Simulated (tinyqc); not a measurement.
Same peak temperature, different pulse lengths: millisecond and nanosecond annealing: surface heating, thermal budget and solid-phase regrowth. Computed by tinyqc, a small Python program. Command: `OMP_NUM_THREADS=1 python tinyqc.py 3030331 3030332 out.jsonl flash walk`. One thread of a shared host (Intel(R) Xeon(R) Processor @ 2.30GHz), about 0.01 s of CPU time with the checks.

A square pulse heats the surface of a thick wafer with constant thermal properties; losses by radiation are neglected and silicon melts at 1414 C.

Inputs (values chosen for the exercise, modelled on hot silicon with boron): incident fluence = 5.41 J/cm^2; pulse length t_p = 5.3e-05 s; reflectance R = 0.49; thermal conductivity k = 0.25 W/(cm K); heat capacity per volume c = 2.32 J/(cm^3 K); preheat temperature T0 = 700 C; dopant prefactor D0 = 1 cm^2/s; dopant activation energy E = 3.47 eV; regrowth prefactor v0 = 3.6e+08 cm/s; regrowth energy E_v = 2.69 eV; amorphous layer = 51 nm.

Source: scanned laser.

Constants: k_B = 8.617333262e-05 eV/K.

Method:
- Absorbed flux q = (1 - R) fluence/t_p; kappa = k/c. With f(z, t) = (2 q/k) sqrt(kappa t) ierfc(z/(2 sqrt(kappa t))), ierfc(x) = exp(-x^2)/sqrt(pi) - x erfc(x): T = T0 + f(z, t) during the pulse and T0 + f(z, t) - f(z, t - t_p) after it.
- At the surface the rise at the end of the pulse is 2 q sqrt(t_p/(pi k c)); the fluence that just melts the surface scales with (1414 - T0).
- Temperatures in kelvin are T(C) + 273.15.
- Integrate exp(-E/(k_B T(t))) at the surface from 0 to 10 t_p (Gauss-Legendre, 60 points in sqrt(t) up to t_p and 60 in sqrt(t - t_p) after it). (Dt) = D0 x integral with E; regrowth = v0 x integral with E_v; effective time = integral/exp(-E/(k_B T_peak)).
- For each t_p the flux is set so that the peak temperature stays the same: q sqrt(t_p) is fixed.

absorbed flux q = 52058.5 W/cm^2

kappa = 0.107759 cm^2/s

Pulses:
```
t_p (s)   fluence (J/cm^2)  q (W/cm^2)  thermal length (um)  2 sqrt(Dt) (nm)  regrowth (nm)
1.00e-07        2.3500e-01  1.1985e+06           1.0381e+00       5.7086e-03     1.4060e-01
1.00e-06        7.4312e-01  3.7899e+05           3.2827e+00       1.8052e-02     1.4060e+00
1.00e-05        2.3500e+00  1.1985e+05           1.0381e+01       5.7086e-02     1.4060e+01
1.00e-04        7.4312e+00  3.7899e+04           3.2827e+01       1.8052e-01     1.4060e+02
3.00e-04        1.2871e+01  2.1881e+04           5.6857e+01       3.1267e-01     4.2179e+02
1.00e-03        2.3500e+01  1.1985e+04           1.0381e+02       5.7086e-01     1.4060e+03
3.00e-03        4.0702e+01  6.9194e+03           1.7980e+02       9.8876e-01     4.2179e+03
1.00e-02        7.4312e+01  3.7899e+03           3.2827e+02       1.8052e+00     1.4060e+04
```

What follows from these numbers?

Fluence and diffusion length grow as sqrt(t_p), regrowth as t_p. The layer of 51 nm regrows from t_p = 0.0001 s on among these rows, at a diffusion length of 0.18 nm. Caution: amorphous silicon melts some 200 to 250 K below the crystal, which matters for the short pulses that reach the peak before regrowth. Caution: the shortest pulses need a source absorbed within their thermal length, and the longest also heat the back of the wafer, which the thick-wafer formula leaves out. Caution: seconds at the preheat temperature would regrow the layer before any pulse.

Extremes, crossings and ranges named in words are read from the listed rows.
